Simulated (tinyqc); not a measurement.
Q-state Potts model on a small periodic square lattice: enumeration, Metropolis, heat-bath and Wolff steps: one step, computed by the program tinyqc.

E = -J x (number of nearest-neighbour bonds with equal states); n x n sites with periodic edges have 2 n^2 bonds. Order parameter m = (q f - 1)/(q - 1), f being the largest share of one state. Sites are numbered row by row from 0. Here q = 2 and n = 4.

Problem. Eight single-site steps. Site = floor(r1 n^2). State c is drawn with probability exp(K k_c)/sum exp(K k), k_c the number of neighbours in state c: the first c whose cumulative probability reaches r2; r3 is not used.

Inputs (values chosen for the exercise, for a model of domains or grain orientations): temperature T = 783 K.

Update: heat bath.

start states:
```
   1  2  3  4
1  0  1  0  0
2  0  0  1  1
3  0  0  0  0
4  0  1  0  0
```

random numbers, one row a step:
```
        1       2       3
1  0.9803  0.8528  0.1803
2  0.0016  0.2050  0.4770
3  0.7966  0.2797  0.8350
4  0.8418  0.8315  0.4017
5  0.5646  0.2694  0.0387
6  0.8116  0.0715  0.6374
7  0.8801  0.9310  0.4427
8  0.2895  0.8981  0.0168
```

K = 0.9781586

Give: the table «Steps» with the columns old, neighbours in each state, P(old), P(new), new; states afterwards.

Solution.

Steps:
```
site  old  neighbours in each state  P(old)  P(new)  new
15      0                       4 0  0.9804  0.9804    0
0       0                       3 1  0.8761  0.8761    0
12      0                       3 1  0.8761  0.8761    0
13      1                       3 1  0.1239  0.8761    0
9       0                       4 0  0.9804  0.9804    0
12      0                       4 0  0.9804  0.9804    0
14      0                       4 0  0.9804  0.9804    0
4       0                       3 1  0.8761  0.1239    1
```

states afterwards:
```
   1  2  3  4
1  0  1  0  0
2  1  0  1  1
3  0  0  0  0
4  0  0  0  0
```
